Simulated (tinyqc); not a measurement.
Worked calculation: leakage currents through a thin dielectric. Computed by tinyqc, a small Python program that keeps every step. Command: `OMP_NUM_THREADS=1 python tinyqc.py 3030926 3030927 out.jsonl leak walk`. One thread of a shared host (Intel(R) Xeon(R) Processor @ 2.30GHz), about 0.01 s of CPU time with the checks. Intermediate numbers are printed to about 6 digits and carried at full precision; extremes and crossings named in words are read from the listed rows.

Electrons leave an electrode with Fermi energy E_F above its band bottom; barriers are counted from the Fermi level, and both electrodes are alike.

Inputs (values chosen for the exercise, modelled on Ta2O5):
```
quantity                           value  unit
barrier height phi_B               0.858    eV
tunnelling mass m                   0.33   m_0
static permittivity k               25.5     -
optical permittivity k_o             4.6     -
trap depth phi_t                    0.86    eV
Poole-Frenkel prefactor sigma_0  1.4e-07  S/cm
thickness t                            3    nm
electrode Fermi energy E_F           6.9    eV
electrode mass m_e                   0.5   m_0
voltage V                           0.66     V
temperature T                        200     K
```

Stack: single layer.

Constants: m_0 = 9.1093837015e-31 kg; e = 1.602176634e-19 C; hbar = 1.054571817e-34 J s; k_B = 8.617333262e-05 eV/K; k_B = 1.380649e-23 J/K; eps_0 = 8.8541878128e-12 F/m; h = 6.62607015e-34 J s.

## Fields

Field F = V/t; equivalent oxide thickness 3.9 t/k.

field F = 2.2 MV/cm

equivalent oxide thickness = 0.458824 nm

## Transmission at the Fermi level

WKB: a layer of mass m, field F and barrier b(x) = b_0 - e F x gives the exponent (4 sqrt(2 m)/(3 hbar e F)) [b_0^(3/2) - max(b_0 - e F t, 0)^(3/2)] for b_0 > 0; b_0 = barrier - (E - E_F); the transmission is D(E) = exp(-sum of exponents), without image force.

exponent of the dielectric = 12.6042

transmission D(E_F) = 3.35804e-06

At E_F the barrier of the dielectric is trapezoidal (direct tunnelling).

## Tunnel current

Tsu-Esaki: J = (e m_e k_B T/(2 pi^2 hbar^3)) int D(E) ln[(1 + exp((E_F - E)/k_B T))/(1 + exp((E_F - eV - E)/k_B T))] dE over the normal energy E (its change with the mass at an interface is neglected) from max(0, E_F - 3 eV) to E_F + largest barrier, by 100 Gauss-Legendre points in each part, split at E_F - 0.3 eV (if inside the range) and E_F + 8 k_B T. The mean energy weights E - E_F by the integrand.

tunnel current density = 225.682 A/cm^2

mean energy of the current above E_F = -0.184633 eV

The current flows close to or below E_F.

## Thermal currents

Schottky emission J = A T^2 exp(-(phi_B - sqrt(e^3 F/(4 pi k_o eps_0)))/k_B T), A = 4 pi e m k_B^2/h^3 with the tunnelling mass; Poole-Frenkel J = sigma_0 F exp(-(phi_t - sqrt(e^3 F/(pi k_o eps_0)))/k_B T); both use the field F of the dielectric.

Schottky lowering = 0.262427 eV

Poole-Frenkel lowering = 0.524854 eV

Schottky current density = 1.55812e-09 A/cm^2

Poole-Frenkel current density = 1.10468e-09 A/cm^2

The Poole-Frenkel lowering is twice the Schottky one, because the charge of a trap is fixed while an image charge moves with the electron.

## Which mechanism rules?

The formulas are those given above.

Current densities (A/cm^2):
```
V (V)  F (MV/cm)  tunnelling     Schottky  Poole-Frenkel
0.13     0.43333       10.26  3.27045e-13    9.58632e-18
0.23     0.76667       20.77  3.04425e-12    1.46955e-15
0.33     1.10000       36.54  1.80192e-11    7.38720e-14
0.46     1.53333       73.17  1.26028e-10    5.03713e-12
0.56     1.86667      126.47  4.68877e-10    8.48788e-11
0.66     2.20000      225.68  1.55812e-09    1.10468e-09
0.79     2.63333      519.37  6.52549e-09    2.31925e-08
0.99     3.30000     2805.59  4.77318e-08    1.55505e-06
```

The largest current is tunnelling from 0.130 to 0.990 V. Over the table tunnelling grows by 2.4 decades, Schottky by 5.2 and Poole-Frenkel by 11.2. A plot of ln(J/F) against sqrt(F) for the Poole-Frenkel column has the slope 20.53 per sqrt(MV/cm), from which k_o follows; reading it as Schottky emission would give about k_o/4.

Checks made by the program: energy integral against adaptive quadrature (relative difference below 1e-10).
